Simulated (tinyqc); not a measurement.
Changing the drive-in temperature T2: two-step dopant diffusion (predeposition and drive-in) with a constant diffusivity. Computed by tinyqc, a small Python program. Command: `OMP_NUM_THREADS=1 python tinyqc.py 3013505 3013506 out.jsonl dopdiff sweep`. One thread of a shared host (Intel(R) Xeon(R) Processor @ 2.30GHz), about 0.03 s of CPU time with the checks.

Fick diffusion into a half space x > 0 whose background doping C_B is of the opposite type, so that a junction lies where C = C_B.

Inputs (values chosen for the exercise, modelled on antimony in silicon):
```
quantity                        value    unit
prefactor D0                     4.76  cm^2/s
activation energy E              3.89      eV
surface concentration C_s     1.5e+18  1/cm^3
background doping C_B         7.7e+16  1/cm^3
predeposition temperature T1     1000       C
predeposition time t1              60     min
drive-in time t2                   20     min
```

Furnace ramps of the drive-in: none.

Constants: k_B = 8.617333262e-05 eV/K.

Method:
- D = D0 exp(-E/(k_B T)).
- Temperatures in kelvin are T(C) + 273.15.
- Times in seconds are 60 times the minutes.
- (Dt)2 = D2 t2, t2 in seconds.
- C = C_s erfc(x/(2 sqrt(D1 t1))); dose Q = 2 C_s sqrt(D1 t1/pi); the junction solves erfc(z) = C_B/C_s with x_j = 2 z sqrt(D1 t1).
- With a sealed surface and a thin source, C = Q/sqrt(pi (Dt)2) exp(-x^2/(4 (Dt)2)); x_j = 2 sqrt((Dt)2 ln(C(0)/C_B)); gradient at the junction |dC/dx| = C_B x_j/(2 (Dt)2).

One run for each value; columns: (1) drive-in temperature T2 (C); (2) junction depth x_j (um); (3) surface concentration C(0) (Gaussian) (1/cm^3); (4) D2 (cm^2/s); (5) gradient at the junction (1/cm^4):
```
(1)       (2)         (3)         (4)         (5)
950   0.02850  3.4140e+18  4.4620e-16  2.0491e+23
1000  0.05290  1.6540e+18  1.9011e-15  8.9283e+22
1025  0.07017  1.1756e+18  3.7631e-15  5.9823e+22
1050  0.09139  8.4642e+17  7.2592e-15  4.0393e+22
1075  0.11683  6.1689e+17  1.3666e-14  2.7428e+22
1100  0.14640  4.5481e+17  2.5142e-14  1.8682e+22
1150  0.21427  2.5529e+17  7.9802e-14  8.6144e+21
```

What does the table show, and why?

Over the rows, junction depth x_j (um) rises from 0.0285 to 0.214; surface concentration C(0) (Gaussian) (1/cm^3) falls from 3.41e18 to 2.55e17. D2 rises by a factor 179 over the range, x_j by 7.52, less than the square root 13.4, as the surface value drops. Left out: 1200 (the drive-in dilutes the layer to the background).

Caution (all rows): the drive-in budget is under fifteen times D1 t1, so the source is not thin and the Gaussian junction is too shallow.
